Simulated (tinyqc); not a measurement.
Froehlich polaron in a polar crystal. Changing the static dielectric constant eps_s. Computed by tinyqc, a small Python program. Command: `OMP_NUM_THREADS=1 python tinyqc.py 3027205 3027206 out.jsonl frohlich sweep`. One thread of a shared host (Intel(R) Xeon(R) Processor @ 2.30GHz), about 0.1 s of CPU time with the checks.

One electron in a parabolic band of mass m*, coupled to dispersionless LO phonons in the continuum model. Energies are in units of hbar omega unless marked, wave numbers in k_0 = sqrt(2 m* omega/hbar).

Inputs (values chosen for the exercise, modelled on silicon carbide):

| quantity | value | unit |
|---|---|---|
| band mass m* | 0.324 | m_0 |
| LO phonon energy hbar omega | 121 | meV |
| eps_inf | 6.52 | - |
| temperature T | 400 | K |

Constants: hbar^2/(2 m_0) = 3.80998212 eV angstrom^2; e^2/(4 pi eps_0) = 14.39964548 eV angstrom; k_B = 8.617333262e-05 eV/K; hbar = 6.582119569e-16 eV s; e = 1.602176634e-19 C; m_0 = 9.1093837015e-31 kg.

Method:
- 1/eps* = 1/eps_inf - 1/eps_s; k_0 = sqrt(2 m* omega/hbar) = sqrt(m* hbar omega / (hbar^2/(2 m_0))) with m* in m_0; alpha = (e^2/(4 pi eps_0)) k_0/(2 eps* hbar omega); polaron length 1/k_0.
- Feynman's bound: E(v, w) = 3 (v - w)^2/(4 v) - (alpha v/sqrt(pi)) int_0^infinity e^-u D(u)^(-1/2) du, D = w^2 u + ((v^2 - w^2)/v)(1 - e^(-v u)); integrals by 80 Gauss-Legendre points in s from 0 to 1 with u = 40 s^2.
- Minimise over v > w > 0 (simplex search); mass m_p/m* = 1 + (alpha v^3/(3 sqrt(pi))) int u^2 e^-u D^(-3/2) du.
- Scattering by absorption of an LO phonon: 1/tau = 2 alpha omega n, n = 1/(exp(hbar omega/(k_B T)) - 1); mu = e tau/m*, the weak-coupling result for k_B T well below hbar omega.

One run for each value:

| static dielectric constant eps_s | coupling constant alpha | polaron energy, Feynman (meV) | mobility (cm^2/(V s)) | eps* |
|---|---|---|---|---|
| 7.04 | 0.06838 | -8.28 | 7009.1 | 88.271 |
| 11.30 | 0.39160 | -47.62 | 1223.9 | 15.413 |
| 18.20 | 0.59411 | -72.43 | 806.7 | 10.160 |
| 29.30 | 0.71975 | -87.89 | 665.9 | 8.386 |
| 47.10 | 0.79760 | -97.50 | 600.9 | 7.568 |
| 75.70 | 0.84601 | -103.49 | 566.5 | 7.134 |
| 122.00 | 0.87627 | -107.23 | 546.9 | 6.888 |
| 196.00 | 0.89495 | -109.54 | 535.5 | 6.744 |

Over the rows, coupling constant alpha rises from 0.0684 to 0.895 (exponent d ln y / d ln x 3.7 between the first rows and 0.044 between the last); polaron energy, Feynman (meV) falls from -8.28 to -110 (exponent d ln y / d ln x 3.7 between the first rows and 0.045 between the last); mobility (cm^2/(V s)) falls from 7010 to 536 (exponent d ln y / d ln x -3.7 between the first rows and -0.044 between the last). eps* falls towards eps_inf = 6.52, so alpha saturates however large eps_s becomes.

Caution (all rows): this mobility formula holds for weak coupling and k_B T well below hbar omega, and it leaves out all other scattering.
